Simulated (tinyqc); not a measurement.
Solubility, supersaturation, precipitation and gettering of an impurity in a silicon-like host: one step, computed by the program tinyqc.

The wafer was saturated at T1 and is then held at T.

Problem. Growing precipitates. Growing sinks: with y = r/r_f and y0 = r0/r_f, dy/dt = (1 - y^3)/(3 tau_f y), which integrates to t/tau_f = F(y) - F(y0), F(y) = (1/2) ln[(1 + y + y^2)/(1 - y)^2] - sqrt(3) arctan[(2y + 1)/sqrt(3)]; the share of the excess left is (1 - y^3)/(1 - y0^3), and C(t) = C_eq + (C0 - C_eq) x share.

Inputs (values chosen for the exercise, modelled on nickel in silicon):
```
quantity,value,unit
temperature of saturation T1,1350,K
anneal temperature T,1056,K
initial sink radius r0,19,nm
anneal time t,16,s
```

final radius r_f = 198.4118 nm

tau_f = 1.549845 s

C_eq(T) = 8.466578e+15 1/cm^3

C0 = 5.069829e+17 1/cm^3

Give: radius at t; share of the excess left; C(t) with growing sinks.

Solution.

radius at t = 198.4 nm

share of the excess left = 6.803e-05

C(t) with growing sinks = 8.500e+15 1/cm^3

100.0 % of the excess has precipitated. Caution: the barrier to homogeneous nucleation is below 35 k_B T for these inputs, so new precipitates would form and outnumber the fixed sinks assumed here.
